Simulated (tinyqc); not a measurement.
Inside a calculation. Method: Hubbard chain of 4 sites. One step of it, computed by the program tinyqc.

Question. Mean-field iteration 1. H(up) = T + U n(down), H(down) = T + U n(up); fill the lowest levels; n(new) = n + mixing (n(out) - n); E = tr T (rho up + rho down) + U sum n_up n_down of the output.

one-body matrix (hopping and site energies) (eV):
```
           1          2          3          4
1   0.000000  -1.690000   0.000000   0.000000
2  -1.690000   0.000000  -1.690000   0.000000
3   0.000000  -1.690000   0.000000  -1.690000
4   0.000000   0.000000  -1.690000   0.000000
```

U = 9.500000 eV

electrons, up and down: 2  2

mixing = 1

n(up) at the start (a guess, not normalised): 1 0.500000, 2 0.500000, 3 0.500000, 4 0.500000

n(down) at the start (a guess): 1 0.500000, 2 0.500000, 3 0.500000, 4 0.500000

Give: levels, up; levels, down; energy; n(up) after iteration 1; n(down) after iteration 1.

Answer.

levels, up (eV): 2.0155  3.7055  5.7945  7.4845

levels, down (eV): 2.0155  3.7055  5.7945  7.4845

energy = 1.9421 eV

n(up) after iteration 1: 1 0.5000, 2 0.5000, 3 0.5000, 4 0.5000

n(down) after iteration 1: 1 0.5000, 2 0.5000, 3 0.5000, 4 0.5000
